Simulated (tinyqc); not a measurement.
Size of the test strain: deformation potentials from a strained empirical pseudopotential.

Diamond lattice, no spin-orbit coupling. Atomic form factor V(q) = a1 (q^2 - a2)/(a3 exp(a4 q^2) - 1) in rydberg with q in 1/bohr, for the unstrained cell. Under a strain e the reciprocal vectors and k go over into (1 + e)^(-1) G, the atoms sit at +/- tau with tau = (1 + e) a (1,1,1)/8 - zeta a (eyz, ezx, exy)/4, and H(G,G') = c |k + G|^2 delta + (V(q)/det(1 + e)) cos(q.tau), q = G - G', with the term q = 0 left out; c = hbar^2/2m0. The basis is fixed before straining: all G with |k + G|^2 up to 16 (2 pi/a)^2. k is given in units of 2 pi/a of the unstrained cell.

Constants: hbar^2/2m0 = 3.80998211 eV angstrom^2; Ry = 13.60569312 eV; a0 (Bohr radius) = 0.5291772105 angstrom.

Parameters, chosen for this exercise (out of a larger set: a germanium-sized cell with gaps well above those of Ge; not measured data): a = 5.664 angstrom (lattice constant); A = (0.398, 2.418, 2.055, 0.459) (a1 (Ry bohr^2), a2 (1/bohr^2), a3, a4 (bohr^2)); kD = 0.82 2 pi/a (position of the Delta minimum).

e = diag(-h/2, -h/2, h). Xu = [E(Delta z) - E(Delta x)]/(1.5 h) at fixed kD, b = [E(Z) - E(X, Y)]/(4.5 h); one-sided from +h alone, central from +h and -h.

Results (eV):
```
h       Xu one-sided  Xu central  b one-sided  b central
0.0010         7.742       7.745       -2.975     -2.972
0.0025         7.738       7.745       -2.980     -2.972
0.0050         7.730       7.745       -2.988     -2.972
0.0100         7.716       7.746       -3.005     -2.972
0.0200         7.688       7.749       -3.038     -2.972
0.0300         7.662       7.754       -3.072     -2.973
```

What can be read from this table?

From h = 0.001 to 0.03 the one-sided Xu drifts by -0.080 eV and the central one by +0.009 eV; for b the drifts are -0.097 and -0.001 eV. The central difference cancels the term of second order in the strain, so its error goes as h^2. At h = 0.02 the linear law errs by 0.7 % for the valley splitting and 2.2 % for the valence splitting.

Program tinyqc; command `OMP_NUM_THREADS=1 python tinyqc.py 1880332 1880333 out.jsonl`; about 0.2 s on one thread of a shared Intel(R) Xeon(R) Processor @ 2.30GHz.
